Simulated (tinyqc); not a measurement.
IGBT as a p-i-n diode in series with a MOS channel, on-state and switching loss: one step of the calculation.

High injection (n = p) in a drift layer from x = -W/2 (anode) to +W/2 (cathode side), recombination only in the layer with lifetime tau, ideal emitters. The channel feeds the cathode side and carries the whole current. Auger recombination, carrier-carrier scattering, emitter losses and the carrier dip under the p body are left out.

Problem. Stored charge, losses and the unipolar alternative. Stored charge tau J, turn-off energy Eoff = ks tau J Vdc, loss at half duty 0.5 J Von + f Eoff. A unipolar device on the same layer has Vu = J (W/(q mn Nd) + Rch).

Inputs (values chosen for the exercise); material values close to those of silicon: electron mobility mn = 1400 cm^2/(V s); width of the drift layer W = 110 um; doping of the drift layer Nd = 7.2e13 cm^-3; high-injection lifetime tau = 0.4 us; current density J = 250 A/cm^2; channel and accumulation resistance Rch = 0.8 mohm cm^2; link voltage Vdc = 600 V; turn-off energy per stored charge and link voltage ks = 0.07; switching frequency f = 10 kHz.

Constants: q = 1.602176634e-19 C. Results are converted to the units shown.

Von = 1.2459295 V

Wanted: stored charge; Eoff; conduction loss; switching loss; Vu.

Solution.

stored charge = 100.00 uC/cm^2
Eoff = 4.2000 mJ/cm^2
conduction loss = 155.74 W/cm^2
switching loss = 42.000 W/cm^2
Vu = 170.48 V

Both losses would be equal at f = 37.1 kHz.

Computed by the program tinyqc: `OMP_NUM_THREADS=1 python tinyqc.py 2590130 2590131 out.jsonl`, one thread of a shared Intel Xeon 2.30GHz, about 0.01 s for the whole run.
